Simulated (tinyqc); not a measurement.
Inside a calculation. Method: tight binding, honeycomb lattice. One step of it, computed by the program tinyqc.

Problem. Bloch Hamiltonian at k. H_AB = -t1 (1 + exp(-i k.a1) + exp(-i k.a2)); H_AA = delta - 2 t2 sum cos(k.b + phi), H_BB = -delta - 2 t2 sum cos(k.b - phi), b = a1, a2 - a1, -a2.

Parameters chosen for this model:
```
parameter     value                        unit
t1         2.210000                 eV, nearest
t2         0.030000       eV, second neighbours
phi        1.570000  rad, phase of t2 (Haldane)
delta             0          eV, +/- on A and B
```

k point k (fractions of the reciprocal vectors): [0.320000, -0.370000]

Give: H(k) at k.

Solution.

H(k) at k (eV), order A, B:
$$\begin{pmatrix}
0.1539 & 0.2438+0.3886i \\
0.2438-0.3886i & -0.1537
\end{pmatrix}$$
